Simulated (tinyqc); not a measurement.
Potential-pH (Pourbaix) lines of a metal, its cation, its oxide and an oxyanion, with a complexing ligand: one step, computed by the program tinyqc. Command: `OMP_NUM_THREADS=1 python tinyqc.py 3029329 3029330 out.jsonl pourb walk`. One thread of a shared host (Intel(R) Xeon(R) Processor @ 2.30GHz), about 0.01 s of CPU time with the checks.

Potentials are against the standard hydrogen electrode; solids and water have unit activity; dG_f of M, H+ and the electron is zero; F = e N_A and s = R T ln(10)/F. The cation carries z = 3.

Question. A complexing ligand. M3+ + 3e = M; (1/2) M2O3 + 3H+ + 3e = M + (3/2) H2O; MO2(-) + 4H+ + 3e = M + 2H2O. For each, E0 = -dG/(z F), and E = E0 + (s/z) log10 a - (s n_H/z) pH, with no activity term for the oxide. The free ligand is c_L/(1 + 10^(pKa - pH)) (ligand in excess); dissolved metal is a in all, so the free cation is a/alpha, alpha = 1 + beta [L]; the cation line drops by (s/z) log10 alpha.

Inputs (values chosen for the exercise, modelled on gallium): temperature T = 298.15 K; log10 of the dissolved activity a = -5; pH = 8.5; log10 of the stability constant beta of ML = 12; pKa of HL = 6.5; total ligand c_L = 0.14 mol/L.

Species: M, M3+, M2O3, MO2(-).

E0 (V): cation -0.5524156, oxide -0.4944102, oxyanion -0.2079072

s = 0.05915935 V

Give: free ligand; log10 alpha; cation line with ligand; that line less the oxide line.

Answer.

free ligand = 0.1386 mol/L

log10 alpha = 11.14

cation line with ligand = -0.8707 V

that line less the oxide line = 0.1265 V

The oxide still lies below the complexed cation at this pH.
